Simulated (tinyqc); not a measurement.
Tight binding, kagome lattice, step by step. Computed by tinyqc, a small Python program that keeps every step. Settings: t1 = 1.09, t2 = 1.09, delta = 0, bands filled = 2. Command: `OMP_NUM_THREADS=1 python tinyqc.py 26896 26897 out.jsonl` (the two numbers bound the seeds that draw the settings). One thread of a shared host (Intel(R) Xeon(R) Processor @ 2.60GHz), about 0.01 s of CPU time with the checks.

## Bloch Hamiltonian at k

Parameters chosen for this model:

| parameter | value | unit |
|---|---|---|
| t1 | 1.090000 | eV, up triangles |
| t2 | 1.090000 | eV, down triangles |
| delta | 0 | eV on site C |

k point k (fractions of the reciprocal vectors): 0.480000  0.250000

H_AB = -t1 - t2 exp(-i k.a1), H_AC = -t1 - t2 exp(-i k.a2), H_BC = -t1 - t2 exp(i k.(a1 - a2)), H_CC = delta.

H(k) at k (eV), lower triangle (Hermitian):
```
                     A                    B         C
A             0.000000
B  -0.008595-0.136613i             0.000000
C  -1.090000-1.090000i  -1.226613+1.081405i  0.000000
```

## Levels at k

Diagonalise the Hermitian matrix.

eigenvalues (eV): -2.316643  0.136643  2.180000

weights |c|^2 of the basis functions:
```
     band 1    band 2    band 3
A  0.244102  0.529698  0.226200
B  0.271098  0.470289  0.258613
C  0.484800  0.000013  0.515187
```

## Bloch Hamiltonian at K

k point K (fractions of the reciprocal vectors): 0.333333  0.666667

As before.

H(k) at K (eV), lower triangle (Hermitian):
```
                     A                    B         C
A             0.000000
B  -0.545000-0.943968i             0.000000
C  -0.545000+0.943968i  -0.545000-0.943968i  0.000000
```

## Levels at K

As before.

eigenvalues (eV): -1.090000  -1.090000  2.180000

## Bands along a path

The same steps at evenly spaced points between the labelled ones.

Bands along the path (eV):

| k | band 1 | band 2 | band 3 |
|---|---|---|---|
| G | -4.360000 | 2.180000 | 2.180000 |
| G-K 0.25 | -4.067935 | 1.887935 | 2.180000 |
| G-K 0.50 | -3.270000 | 1.090000 | 2.180000 |
| G-K 0.75 | -2.180000 | 0 | 2.180000 |
| K | -1.090000 | -1.090000 | 2.180000 |
| K-M 0.25 | -1.541493 | -0.638507 | 2.180000 |
| K-M 0.50 | -1.887935 | -0.292065 | 2.180000 |
| K-M 0.75 | -2.105718 | -0.074282 | 2.180000 |
| M | -2.180000 | 0 | 2.180000 |
| M-K' 0.25 | -2.105718 | -0.074282 | 2.180000 |
| M-K' 0.50 | -1.887935 | -0.292065 | 2.180000 |
| M-K' 0.75 | -1.541493 | -0.638507 | 2.180000 |
| K' | -1.090000 | -1.090000 | 2.180000 |

With 2 band(s) filled, the highest filled level on these points lies at G and the lowest empty one at G-K 0.50: the bands touch or overlap, so there is no gap.
